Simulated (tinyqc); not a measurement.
Inside a calculation. Method: Luttinger-Kohn k.p, four valence bands. One step of it, computed by the program tinyqc.

Problem. Bloch Hamiltonian at k. P = c g1 k^2, Q = c g2 (kx^2 + ky^2 - 2 kz^2), R = c sqrt3 [-g2 (kx^2 - ky^2) + 2i g3 kx ky], S = 2 c sqrt3 g3 (kx - i ky) kz, c = hbar^2/2m = 3.809982 eV angstrom^2; rows [P+Q, -S, R, 0], [-S*, P-Q, 0, R], [R*, 0, P-Q, S], [0, R*, S*, P+Q]. The path ends lie at |k| = 0.04 1/angstrom.

Luttinger parameters chosen for this model; energies are counted downward from the top of the valence band:
```
parameter      value  unit
g1         12.900000
g2          1.030000
g3          1.940000
```

k point k (1/angstrom): [-0.008000, -0.026000, -0.040000]

Give: H(k) at k.

Solution.

H(k) at k (eV), order 3/2, 1/2, -1/2, -3/2:
```
[[0.105, -0.008+0.027i, 0.004+0.005i, 0.000],
 [-0.008-0.027i, 0.125, 0.000, 0.004+0.005i],
 [0.004-0.005i, 0.000, 0.125, 0.008-0.027i],
 [0.000, 0.004-0.005i, 0.008+0.027i, 0.105]]
```
